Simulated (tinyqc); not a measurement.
# Changing the temperature T

Model: strain, valley repopulation and piezoresistance in a many-valley conduction band. Computed by tinyqc, a small Python program. Command: `OMP_NUM_THREADS=1 python tinyqc.py 3001582 3001583 out.jsonl valleys sweep`. One thread of a shared host (Intel(R) Xeon(R) Processor @ 2.30GHz), about 0.03 s of CPU time with the checks.

Valleys are ellipsoids with mass m_l along the axis a and m_t across it, parabolic, with one constant relaxation time; strain shifts the valleys and leaves the masses alone. Currents are taken along [100], in the plane, and along [001], across the plane.

Inputs (values chosen for the exercise, modelled on germanium): longitudinal mass m_l = 1.55 m_0; transverse mass m_t = 0.0817 m_0; shear deformation potential Xi_u = 16.5 eV; dilation deformation potential Xi_d = -4.5 eV; C11 = 129 GPa; C12 = 48.3 GPa; C44 = 66.4 GPa; stress X (tension positive) = 1300 MPa; electron density n = 2.3e+18 1/cm^3; relaxation time tau = 320 fs.

Valley axes: <111> (4 valleys). Load: biaxial in the (001) plane.

Constants: k_B = 8.617333262e-05 eV/K; m_0 = 9.1093837015e-31 kg; k_B = 1.380649e-23 J/K; hbar = 1.054571817e-34 J s; e = 1.602176634e-19 C.

Method:
- Compliances S11 = (C11 + C12)/((C11 - C12)(C11 + 2 C12)), S12 = -C12/((C11 - C12)(C11 + 2 C12)), S44 = 1/C44; stress sigma_xx = sigma_yy = X, all else 0; e_xx = S11 sigma_xx + S12 (sigma_yy + sigma_zz), e_xy = S44 sigma_xy/2 (tensor strain).
- Herring-Vogt shift of a valley with unit axis a: dE = Xi_d tr(e) + Xi_u a.e.a.
- Each of the 4 valleys holds n_v = N_v (2/sqrt(pi)) F_1/2((E_F - dE_v)/(k_B T)), N_v = 2 (m_d k_B T/(2 pi hbar^2))^(3/2), m_d = (m_l m_t^2)^(1/3); E_F solves sum n_v = n and is counted from the unstrained edge.
- F_j(eta) = int_0^infinity x^j/(1 + exp(x - eta)) dx, without a gamma-function factor. It is evaluated after integrating by parts.
- Integrals over x = E/(k_B T) use 160 Gauss-Legendre points in u = sqrt(x) from 0 to sqrt(max(eta, 0) + 32).
- Mobility tensor mu = e tau sum_v (n_v/n) [1/m_t + (1/m_l - 1/m_t) a a^T]; unstrained mu_0 = e tau (1/m_l + 2/m_t)/3; resistivity along d from the inverse tensor, rho_d = d.mu^-1.d/(n e), mobility along d = 1/(d.mu^-1.d); gauge pi_d = (rho_d/rho_0 - 1)/X.
- With eta_0 the reduced Fermi level without strain, r = F_-1/2(eta_0)/(2 F_1/2(eta_0)) (1 for a classical gas) and c = r (Xi_u/k_B T) (m_l - m_t)/(2 m_l + m_t): pi44 = -c S44/3, pi11 = pi12 = 0.

One run for each value; columns: (1) temperature T (K); (2) pi44 (1e-11/Pa); (3) degeneracy factor r; (4) resistance change along the first direction (%); (5) resistance change along the second direction (%):
```
(1)      (2)      (3)  (4)  (5)
50   -427.29  0.48164    0    0
71   -377.06  0.60352    0    0
100  -316.63  0.71379    0    0
210  -186.18  0.88140    0    0
290  -141.21  0.92315    0    0
420  -100.79  0.95429    0    0
600   -71.91  0.97267    0    0
```

Give the missing row, temperature T (K) = 150.

Computed row; columns: (1) temperature T (K); (2) pi44 (1e-11/Pa); (3) degeneracy factor r; (4) resistance change along the first direction (%); (5) resistance change along the second direction (%):
```
(1)      (2)      (3)  (4)  (5)
150  -242.13  0.81876    0    0
```

Interpolating between the two neighbouring rows (the first column on a logarithmic scale, the others too where they are positive) misses most in degeneracy factor r, by 2.2 %. Over the rows, pi44 (1e-11/Pa) rises from -427 to -71.9 (exponent d ln y / d ln x -0.36 between the first rows and -0.95 between the last); degeneracy factor r rises from 0.482 to 0.973 (exponent d ln y / d ln x 0.64 between the first rows and 0.053 between the last); resistance change along the first direction (%) does not change. At the high end the exponent of pi44 is -0.95, close to -1: the 1/T law of a classical gas. Repopulation depends on the splitting over k_B T (over E_F when r is small). This load shifts all valleys alike, so the resistance does not change.

Caution (all rows): strain near 1 % also warps the bands and changes masses and intervalley scattering, which this model leaves out.
